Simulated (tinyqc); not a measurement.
Inside a calculation. Model: decay of LO phonons and the hot-phonon bottleneck in the cooling of electrons. Computed by tinyqc, a small Python program that keeps every step. Command: `OMP_NUM_THREADS=1 python tinyqc.py 3013634 3013635 out.jsonl hotphonon walk`. One thread of a shared host (Intel(R) Xeon(R) Processor @ 2.30GHz), about 0.01 s of CPU time with the checks. Intermediate numbers are printed to about 5 digits and carried at full precision; extremes and crossings named in words are read from the listed rows.

n(E, T) = 1/(exp(E/(k_B T)) - 1) is the Bose occupation. Electrons have a temperature T_e; the LO modes within their reach share one occupation N; the decay products stay at the lattice temperature.

Inputs (values chosen for the exercise, modelled on gallium oxide):
```
quantity,value,unit
LO energy hbar omega,44.1,meV
"lifetime at T = 0, tau_0",1.9,ps
lattice temperature T,400,K
electron mass m*,0.285,m_0
eps_inf,3.51,-
static dielectric constant eps_s,10.3,-
electron density n,1.4e+19,1/cm^3
"density of LO modes that the electrons reach, N_m",1.3e+19,1/cm^3
power supplied per electron P,2.1,nW
step factor,0.8,-
```

Decay channel: two equal phonons (Klemens).

Constants: k_B = 8.617333262e-05 eV/K; c = 299792458 m/s; e^2/(4 pi eps_0) = 14.39964548 eV angstrom; hbar^2/(2 m_0) = 3.80998212 eV angstrom^2; hbar = 6.582119569e-16 eV s; e = 1.602176634e-19 C; k_B = 1.380649e-23 J/K.

## Lifetime and Raman width

Decay rate 1/tau = (1/tau_0) [1 + 2 n(hbar omega/2)]. Full width Gamma = 1/(2 pi c tau) in 1/cm, c in cm/s.

thermal factor tau_0/tau = 3.2324

phonon lifetime tau = 0.58780 ps

Raman width Gamma = 9.0316 1/cm

equilibrium LO occupation N_0 = 0.38543

Stimulated decay shortens the lifetime by 69 %.

## Spontaneous emission time

Froehlich coupling alpha = (e^2/(4 pi eps_0)) (1/eps_inf - 1/eps_s) k_0/(2 hbar omega), k_0 = sqrt(m* hbar omega/(hbar^2/(2 m_0))); emission time tau_sp = hbar/(2 alpha hbar omega); bottleneck ratio r = (n/N_m) tau/tau_sp.

alpha = 1.7611

emission time tau_sp = 4.2375 fs

bottleneck ratio r = 149.39

r compares the rate at which electrons exchange quanta with a mode to its decay rate. Exchange outruns decay, so a hot population builds up if the power is high enough. Caution: alpha is above 1/2, so hbar/tau_sp exceeds hbar omega and the emission time, a weak-coupling result, is only rough.

## Electron and phonon temperatures in closed form

Net emission per electron: [(N + 1) x - N]/tau_sp with x = exp(-hbar omega/(k_B T_e)), a simple two-level balance; steady state of the modes: n [(N + 1) x - N]/tau_sp = N_m (N - N_0)/tau; power per electron P = hbar omega [(N + 1) x - N]/tau_sp. With p = P tau_sp/(hbar omega): N = N_0 + r p and x = (p + N)/(N + 1); without hot phonons N = N_0. The mode temperature T_LO solves n(hbar omega, T_LO) = N.

reduced power p = 0.0012594

LO occupation N = 0.57358

electron temperature T_e = 508.19 K

T_e without hot phonons = 401.02 K

mode temperature T_LO = 507.09 K

Hot phonons raise T_e by 107 K. T_LO lies close to T_e: electrons and LO modes form one hot system, cooled only by the decay.

## The same balance by iteration

Eliminating N gives P(T_e) = (hbar omega/tau_sp) [(N_0 + 1) x - N_0]/[1 + r (1 - x)]. Newton steps on ln P against ln T_e, times the step factor, each limited to 0.7 in ln T_e and to keeping a fifth of T_e - T; start at 1.5 T; stop when |ln(P/P(T_e))| < 1e-9 or after 40 steps.

Iterations:
```
step,T_e (K),P(T_e) (nW),ln(P/P(T_e))
0,600.00,3.9412,-6.2956e-01
1,509.57,2.1272,-1.2886e-02
2,508.46,2.1053,-2.5367e-03
3,508.24,2.1011,-5.0577e-04
4,508.20,2.1002,-1.0109e-04
5,508.19,2.1000,-2.0216e-05
6,508.19,2.1000,-4.0431e-06
7,508.19,2.1000,-8.0861e-07
8,508.19,2.1000,-1.6172e-07
9,508.19,2.1000,-3.2344e-08
10,508.19,2.1000,-6.4689e-09
11,508.19,2.1000,-1.2938e-09
12,508.19,2.1000,-2.5876e-10
```

converged (1 yes, 0 no) = 1

T_e from the iteration = 508.19 K

Converged at step 12.

## Energy relaxation with and without hot phonons

P(T_e) = (hbar omega/tau_sp) [(N_0 + 1) x - N_0]/[1 + r (1 - x)], and r = 0 without hot phonons; energy relaxation time tau_E = (3/2) k_B (T_e - T)/P.

Cooling:
```
T_e (K),"P, cold phonons (nW)","P, hot phonons (nW)",ratio,tau_E (ps),N
430,60.003,0.57176,104.95,1.0866,0.43666
480,152.75,1.5437,98.948,1.0733,0.52374
550,268.35,2.9336,91.473,1.0589,0.64826
700,469.37,5.9812,78.473,1.0387,0.92130
900,665.54,10.116,65.788,1.0236,1.2918
1200,865.37,16.369,52.865,1.0121,1.8520
1700,1066.9,26.785,39.833,1.0052,2.7851
2400,1223.8,41.223,29.687,1.0048,4.0787
```

Reabsorption cuts the loss by a factor 105 at the lowest T_e and 29.7 at the highest; the factor is 1 + r (1 - x) with r = 149. tau_E runs from 1.1 to 1.0 ps, with its shortest value, 1.0 ps, at T_e = 2400 K, against tau_sp = 4.2 fs and a phonon lifetime of 0.59 ps. For r (1 - x) much above 1 the loss tends to hbar omega (N_m/n)(n(hbar omega, T_e) - N_0)/tau, in which tau_sp no longer appears. In the coldest rows the electrons are degenerate, so (3/2) k_B (T_e - T) overstates their excess energy. Pauli blocking is left out, as are upper valleys and non-parabolic bands, which can matter above about 1000 K.

Checks made by the program: iteration against the closed form (relative difference below 1e-10).
